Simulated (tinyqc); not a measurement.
Composition and strain of an epitaxial Si(1-x)Ge(x) layer from Raman and X-ray peaks. From Ge-Ge peak back to Ge fraction x. Computed by tinyqc, a small Python program. Command: `OMP_NUM_THREADS=1 python tinyqc.py 3014499 3014500 out.jsonl epiraman inv`. One thread of a shared host (Intel(R) Xeon(R) Processor @ 2.30GHz), about 0.02 s of CPU time with the checks.

A (001) layer, biaxially strained in the plane. The Raman peaks follow empirical lines omega = w0 + c1 x + c3 x^3 + b eps (c3 for Si-Ge alone), with eps the in-plane strain.

Inputs (values chosen for the exercise, modelled on silicon-germanium):

| quantity | value | unit |
|---|---|---|
| degree of relaxation R | 0.34 | - |
| lattice constant of Si | 5.431 | angstrom |
| lattice constant of Ge | 5.658 | angstrom |
| bowing B | 0.025 | angstrom |
| 2 C12/C11 of Si | 0.776 | - |
| 2 C12/C11 of Ge | 0.749 | - |
| Si-Si: w0 | 520.5 | 1/cm |
| Si-Si: c1 | -66.4 | 1/cm |
| Si-Si: strain coefficient b | -758 | 1/cm |
| Si-Ge: w0 | 399.7 | 1/cm |
| Si-Ge: c1 | 24.9 | 1/cm |
| Si-Ge: c3 | -34.2 | 1/cm |
| Si-Ge: strain coefficient b | -597 | 1/cm |
| Ge-Ge: w0 | 280.3 | 1/cm |
| Ge-Ge: c1 | 19.7 | 1/cm |
| Ge-Ge: strain coefficient b | -425 | 1/cm |

Substrate: silicon.

Method:
- Relaxed lattice constant a(x) = a_Si + (a_Ge - a_Si) x - B x (1 - x).
- In-plane constant a_par = a_sub + R (a(x) - a_sub); eps = a_par/a(x) - 1; eps_perp = -(2 C12/C11) eps with 2 C12/C11 linear in x; a_perp = a(x) (1 + eps_perp).
- Insert x and eps in the three lines; the strain part is b eps.

Question. A run gave the result below. Find the Ge fraction x, known to lie between 0.23 and 0.5.

Ge-Ge peak = 291.301 1/cm

Answer.

Each step takes the trial c = (a f_b - b f_a)/(f_b - f_a), f being the result less the target and a, b, c the logarithms of the listed values; c replaces end b, the old b replaces a if the sign of f changed, and otherwise f_a is halved.

Scan of the range:

| Ge fraction x | Ge-Ge peak (1/cm) |
|---|---|
| 0.230 | 287.277 |
| 0.262 | 288.255 |
| 0.298 | 289.358 |
| 0.339 | 290.616 |
| 0.386 | 292.061 |
| 0.439 | 293.695 |
| 0.500 | 295.582 |

False position (Illinois rule, in the logarithm of the input) inside the bracket:

| step | end a | end b | trial | Ge-Ge peak (1/cm) |
|---|---|---|---|---|
| 1 | 0.339000 | 0.386000 | 0.360524 | 291.277 |
| 2 | 0.386000 | 0.360524 | 0.361273 | 291.300 |
| 3 | 0.386000 | 0.361273 | 0.361323 | 291.302 |
| 4 | 0.361273 | 0.361323 | 0.361299 | 291.301 |

Ge-Ge peak rises at every point of a 13-point scan of the range (every second point is shown), so one value fits; it is bracketed by 0.339 and 0.386. Answer: Ge fraction x = 0.3613.
